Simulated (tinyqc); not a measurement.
AlGaN/GaN HEMT with access regions, lumped model: effect of the source access length.

A polarisation-induced electron sheet under a Schottky gate, in series with two ungated access regions and contacts. Drift law v = mu E/(1 + mu E/vs) under the gate. Currents in mA/mm, resistances in ohm mm. No self-heating, no channel-length modulation; fits for polarisation, barrier and offset are chosen for the exercise.

sigma = (5e13 x + 1.6e13 x^2) cm^-2, phiB = 0.84 + 1.3 x, dEc = 0.7 (1.71 x + x^2) in volts, Cb = eps0 eps_r/d, VT = phiB - dEc - q sigma/Cb, access density n0 = -Cb VT/q. Access resistance R(L, n) = L/(q mu n sqrt(1 - (I/(q n vs))^2)); Rs = Rc + R(Ls, n0), Rd = Rc + R(Ld, (1 - ft) n0). Vg' = Vg - I Rs, Vd' = Vd - I (Rs + Rd); with u = Vg' - VT, Vc = vs Lg/mu and w the smaller of Vd' and Vc [sqrt(1 + 2 u/Vc) - 1] (0 if negative), the channel gives (mu Cb/Lg)(u w - w^2/2)/(1 + w/Vc). I equals that channel current. Isat is I at Vd = 10 V, gm = dIsat/dVg, Ron the limit of Vd/I at small Vd.

Inputs (values chosen for the exercise); values close to those of AlGaN/GaN structures:
- x = 0.29 (aluminium share of the barrier)
- d = 30 nm (barrier thickness)
- eps_r = 9.5 (relative permittivity of barrier and channel)
- mu = 1200 cm^2/(V s) (channel mobility)
- vs = 1e7 cm/s (saturation velocity)
- Lg = 0.15 um (gate length)
- Ld = 8 um (drain access length)
- Rc = 0.33 ohm mm (resistance of each contact)
- ft = 0.31 (share of the drain-access electrons removed by traps)
- Vg = 0 V (gate voltage)

Constants: q = 1.602176634e-19 C, eps0 = 8.8541878128e-14 F/cm where lengths are in cm. Results are converted to the units shown.

The same in every row: VT (V) = -8.244; n0 (cm^-2) = 1.443e13.

Result of one run:
```
Ls (um)	Ron (ohm mm)	Isat (mA/mm)	gm (mS/mm)
0.3	5.002	1272	3.142
```

What becomes of these results when the source access length Ls is changed from 0.3 to 1.5 um, all else the same?

Result of the changed run:
```
Ls (um)	Ron (ohm mm)	Isat (mA/mm)	gm (mS/mm)
1.5	5.435	1236	4.812
```

The whole series:
```
Ls (um)	Ron (ohm mm)	Isat (mA/mm)	gm (mS/mm)
0.1	4.930	1277	2.928
0.3	5.002	1272	3.142
0.6	5.111	1263	3.494
1	5.255	1251	4.026
1.5	5.435	1236	4.812
2.5	5.796	1205	6.895
4	6.336	1155	11.93
```

As Ls goes from 0.1 to 4 um, Ron rises from 4.93 to 6.34 ohm mm, Isat falls from 1280 to 1160 mA/mm and gm rises from 2.93 to 11.9 mS/mm. The ceiling Cb vs is 280 mS/mm. In every row the power passes 5 W/mm, where self-heating, left out here, lowers the current. In every row the gated channel is not yet saturated at 10 V, because the access regions take the voltage, and gm drops.

Computed by the program tinyqc: `OMP_NUM_THREADS=1 python tinyqc.py 2570055 2570056 out.jsonl`, one thread of a shared Intel Xeon 2.30GHz, about 0.02 s for the whole run.
